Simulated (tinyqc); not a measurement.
p-type polysilicon, carrier trapping at grain boundaries: effect of the grain size.

One-dimensional grains of size Lg, uniform ionised doping N, monovalent traps Qt at each boundary at a depth Et below (for electrons) or above (for holes) the band edge there, abrupt depletion of width W on each side of a boundary, Boltzmann statistics. xi is the distance from the band edge at the grain centre to the Fermi level. Trapped charge Qt/(1 + exp((xi + VB - Et)/Vt)) = 2 N W, barrier VB = q N W^2/(2 eps0 eps_r).

If the trap equation with xi = Vt ln(NB/N) has a root W < Lg/2, the grain is partly depleted; otherwise W = Lg/2 and the trap equation gives xi = Et - VB + Vt ln(Qt/(N Lg) - 1). N* = Qt/Lg. n0 = NB exp(-xi/Vt); mean density n0 (1 - 2 W/Lg) by charge balance in a partly depleted grain, and n0 (sqrt(pi)/2) erf(u)/u with u = sqrt(VB/Vt) in a fully depleted one; v = sqrt(kB T/(2 pi ms m0)); barrier resistivity Vt exp(VB/Vt)/(q fe n0 v Lg); grain resistivity (1 - 2 W/Lg)/(q n0 mug); effective mobility 1/(q mean density total resistivity). Rows with xi above 0.45 V, towards mid-gap, are left out, since the other carrier type is ignored.

Inputs (values chosen for the exercise); values of the order met in polycrystalline silicon:
- T = 300 K (temperature)
- eps_r = 11.7 (relative permittivity)
- NB = 2.65e19 cm^-3 (valence-band density of states at T)
- Qt = 3.5e12 cm^-2 (trap density of a grain boundary)
- Et = 0.35 eV (depth of the trap level from the majority band edge at the boundary)
- ms = 0.29 m0 (mass for thermionic emission)
- fe = 0.5 (correction factor of the emission rate)
- mug = 220 cm^2/(V s) (mobility inside the grains)
- N = 6.1e18 cm^-3 (doping)

Constants: q = 1.602176634e-19 C, kB = 1.380649e-23 J/K, m0 = 9.1093837015e-31 kg, Vt = kB T/q, eps0 = 8.8541878128e-14 F/cm where lengths are in cm. Results are converted to the units shown.

The same in every row: VB (V) = 0.03882; xi (V) = 0.03797.

Effect of the grain size:
```
Lg (nm),N/N*,depleted share 2 W/Lg,mean density (cm^-3),resistivity (ohm cm),effective mobility (cm^2/(V s))
10,1.743,0.5738,2.600e18,0.04953,48.47
17,2.963,0.3375,4.041e18,0.03105,49.75
31,5.403,0.1851,4.971e18,0.01913,65.65
53,9.237,0.1083,5.440e18,0.01312,87.47
94,16.38,0.06104,5.728e18,0.009425,115.6
160,27.89,0.03586,5.881e18,0.007456,142.3
290,50.54,0.01978,5.979e18,0.006198,168.4
500,87.14,0.01148,6.030e18,0.005548,186.6
```

As Lg goes from 10 to 500, VB stays at 0.0388 V, the resistivity falls from 0.0495 to 0.00555 ohm cm and the effective mobility rises from 48.5 to 187 cm^2/(V s). In every row xi is under 2.5 Vt, where Boltzmann statistics begin to fail. For Lg = 10 the grain is near the changeover between partial and full depletion, within a few Debye lengths, where both limits are rough.

tinyqc, about 0.01 s, one thread, Intel Xeon 2.30GHz (shared host): `OMP_NUM_THREADS=1 python tinyqc.py 2830064 2830065 out.jsonl`
